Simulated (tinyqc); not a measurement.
Froehlich polaron in a polar crystal: one step, computed by the program tinyqc.

One electron in a parabolic band of mass m*, coupled to dispersionless LO phonons in the continuum model. Energies are in units of hbar omega unless marked, wave numbers in k_0 = sqrt(2 m* omega/hbar).

Problem. Coupling constant and length scale. 1/eps* = 1/eps_inf - 1/eps_s; k_0 = sqrt(2 m* omega/hbar) = sqrt(m* hbar omega / (hbar^2/(2 m_0))) with m* in m_0; alpha = (e^2/(4 pi eps_0)) k_0/(2 eps* hbar omega); polaron length 1/k_0.

Inputs (values chosen for the exercise, for a model crystal):
```
quantity                          value  unit
band mass m*                      0.419   m_0
LO phonon energy hbar omega        17.4   meV
eps_inf                            2.83     -
static dielectric constant eps_s   6.17     -
```

Constants: hbar^2/(2 m_0) = 3.80998212 eV angstrom^2; e^2/(4 pi eps_0) = 14.39964548 eV angstrom.

Give: eps*; k_0; coupling constant alpha; polaron length 1/k_0.

Solution.

eps* = 5.2279

k_0 = 0.043744 1/angstrom

coupling constant alpha = 3.4623

polaron length 1/k_0 = 22.860 angstrom

Intermediate coupling.
